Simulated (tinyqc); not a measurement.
Admittance spectroscopy of a deep trap: one step of the calculation.

Schottky contact on an n-type layer with shallow donors Nd (all ionised) and a donor-like deep trap, neutral when filled and positive when empty; depletion approximation. Traps within lam of the depletion edge stay filled. The traps at xt = W - lam, where the level crosses the Fermi level, follow a slow signal and not a fast one. w = 2 pi f.

Task. Widths and limiting capacitances. lam = sqrt(2 eps0 eps_r (EF - ET)/(q Nd)), EF - ET = Et - (kB T/q) ln(Nc(T)/Nd), Nc(T) = Nc (T/300 K)^1.5. In the steady state at the band bending V, 2 eps0 eps_r V/q = Nd W^2 + Nt (W - lam)^2 (the second term only if W > lam). V = Vbi + Vr. C_HF = eps0 eps_r/W, C_LF = eps0 eps_r (Nd + Nt)/(Nd W + Nt xt).

Inputs (values chosen for the exercise); material values close to those of silicon: relative permittivity eps_r = 11.7; conduction-band density of states at 300 K Nc = 2.76e19 cm^-3; shallow donor density Nd = 7.9e16 cm^-3; built-in voltage Vbi = 0.71 V; depth of the trap below the conduction edge Et = 0.35 eV; trap density Nt = 1.8e16 cm^-3; reverse bias Vr = 1.8 V; temperature T = 258 K.

Constants: q = 1.602176634e-19 C, kB = 1.380649e-23 J/K, eps0 = 8.8541878128e-14 F/cm where lengths are in cm. Results are converted to the units shown.

Wanted: lam; W; xt; C_HF; C_LF.

Result.

lam = 60.666 nm
W = 192.66 nm
xt = 131.99 nm
C_HF = 53.771 nF/cm^2
C_LF = 57.108 nF/cm^2

The step is 6.21 % of C_HF.

tinyqc, about 0.01 s, one thread, Intel Xeon 2.30GHz (shared host): `OMP_NUM_THREADS=1 python tinyqc.py 2050105 2050106 out.jsonl`
